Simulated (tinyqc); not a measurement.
Inside a calculation. Model: free and trapped electrons in a MOS channel with a dense trap tail.

tinyqc, about 0.02 s, one thread, Intel Xeon 2.30GHz (shared host): `OMP_NUM_THREADS=1 python tinyqc.py 2222126 2222127 out.jsonl` Printed values are rounded.

p-type body, charge-sheet picture, full ionisation (an idealisation for deep acceptors), Boltzmann statistics for free electrons. e = Ec - EF at the surface. Acceptor-like traps of density D(E) = D0 + De exp(-E/Ew) at depth E below Ec, from 0 to Eu, hold n_t = integral of D(E)/(1 + exp((e - E)/Vt)). psi = Eg - Vt ln(Nv/Na) - e; N_dep = sqrt(2 eps0 eps_r Na (psi - Vt)/q); n_f = sqrt(N_dep^2 + 2 eps0 eps_r Vt Nc exp(-e/Vt)/q) - N_dep; Vg = Vfb + psi + q (N_dep + n_t + n_f)/Cox, Cox = eps0 eox/tox.

Parameters, values chosen for the exercise; band and dielectric values close to those of 4H silicon carbide: temperature T = 300 K; band gap Eg = 3.28 eV; relative permittivity eps_r = 9.76; conduction-band density of states at T Nc = 1.69e19 cm^-3; valence-band density of states at T Nv = 2.51e19 cm^-3; relative permittivity of the insulator eox = 3.9; insulator thickness tox = 54 nm; acceptor density Na = 1.4e16 cm^-3; flat-band voltage without trapped charge Vfb = -2.13 V; constant background density of acceptor-like traps D0 = 1.4e11 cm^-2 eV^-1; density of the tail at the conduction edge De = 7.8e12 cm^-2 eV^-1; decay energy of the tail Ew = 0.08 eV; depth below Ec down to which the traps reach Eu = 0.97 eV; mobility of free electrons mf = 230 cm^2/(V s); Ec - EF at the surface e = 0.085 eV.

Constants: q = 1.602176634e-19 C, kB = 1.380649e-23 J/K, Vt = kB T/q, eps0 = 8.8541878128e-14 F/cm where lengths are in cm. Results are converted to the units shown.

## Trapped charge

Trapezoid rule on 13 equal steps from 0 to Eu, f = 1/(1 + exp((e - E)/Vt)).

```
point     E (eV)  D(E) f (cm^-2 eV^-1)
0              0            2.85737e11
1      0.0746154            1.28660e12
2       0.149231            1.24402e12
3       0.223846            6.12384e11
4       0.298462            3.26915e11
5       0.373077            2.13580e11
6       0.447692            1.68954e11
7       0.522308            1.51393e11
8       0.596923            1.44483e11
9       0.671538            1.41764e11
10      0.746154            1.40694e11
11      0.820769            1.40273e11
12      0.895385            1.40107e11
13          0.97            1.40042e11
```

n_t = 3.67411e11 cm^-2

With 1600 steps n_t = 3.705e11 cm^-2; the coarse value is 0.83 % below it.

## Charges and gate voltage

psi, N_dep, n_f and Vg as defined, with the n_t given; free share n_f/(n_f + n_t); apparent mobility mf n_f/(n_f + n_t); gate voltage spent on traps q n_t/Cox.

psi = 3.00133 V
N_dep = 6.70350e11 cm^-2
n_f = 1.20414e11 cm^-2
Vg = 3.77311 V
free share = 24.6839 %
apparent mobility = 56.7730 cm^2/(V s)
gate voltage spent on traps = 0.920540 V
